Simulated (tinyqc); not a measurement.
Four-point probe, van der Pauw, Hall and spreading-resistance readings of a semiconductor layer: one step, computed by the program tinyqc.

The layer is uniform and ohmic; contacts are points unless a radius is given.

Problem. Four-point voltage. Collinear probes with equal spacing on a layer with insulating backing: images at depth 2 m t give V = (rho I/(2 pi s)) G, G = 1 + 4 sum_(m>=1) [1/sqrt(1 + (2 m u)^2) - 1/sqrt(4 + (2 m u)^2)], u = t/s; the sum runs to m = 20000, with the tail 3/(32 u^3 M^2) added to the sum for M = 20000. Limits: thick, rho = 2 pi s V/I; thin on an insulator, rho = (pi/ln 2) t V/I.

Inputs (values chosen for the exercise, modelled on n-type silicon): layer thickness t = 120 micrometre; probe spacing s = 1 mm; current I = 0.03 mA.

Backing of the layer: insulating.

resistivity rho = 2.093061 ohm cm

Give: t/s; G; voltage V; rho by the thick formula; rho by the thin formula.

Solution.

t/s = 0.12

G = 11.552

voltage V = 1.1545 mV

rho by the thick formula = 24.180 ohm cm

rho by the thin formula = 2.0931 ohm cm

The thick formula is off by +1055.2 % and the thin one by 0.0 %.
